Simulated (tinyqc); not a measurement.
Threshold-voltage variability of a planar MOSFET, analytic estimates: one step of the calculation.

Three independent sources add in quadrature: random dopants in the depleted layer, metal-gate grains of two orientations, and roughness of the two gate edges acting through the roll-off VT = VT(long) - Vr exp(-L/l). These are first-order estimates: no three-dimensional electrostatics, no percolation.

Problem. Metal grains and edge roughness. Grains: Ng = L W/G^2 (at least 1), s2 = dW sqrt(p (1 - p)/Ng). Edges, with exponential correlation and u = W/La: the mean gate length has sL^2 = 2 De^2 (2/u)[1 - (1 - exp(-u))/u]; s3 = sL (Vr/l) exp(-L/l).

Values chosen for this exercise; material values close to those of silicon:

| symbol | value | unit | meaning |
|---|---|---|---|
| L | 20 | nm | gate length |
| W | 48 | nm | gate width |
| G | 10 | nm | metal grain size |
| dW | 0.3 | eV | work-function difference of the two grain orientations |
| p | 0.5 |  | share of the orientation of higher work function |
| De | 2 | nm | rms roughness of one gate edge |
| La | 10 | nm | correlation length of the roughness |
| l | 3.4 | nm | decay length of the threshold roll-off |
| Vr | 2.1 | V | prefactor of the roll-off |

Wanted: Ng; s2; sL; dVT/dL; s3.

Solution.

Ng = 9.600
s2 = 48.41 mV
sL = 1.626 nm
dVT/dL = 1.722 mV/nm
s3 = 2.801 mV

tinyqc, about 0.01 s, one thread, Intel Xeon 2.30GHz (shared host): `OMP_NUM_THREADS=1 python tinyqc.py 2090037 2090038 out.jsonl`
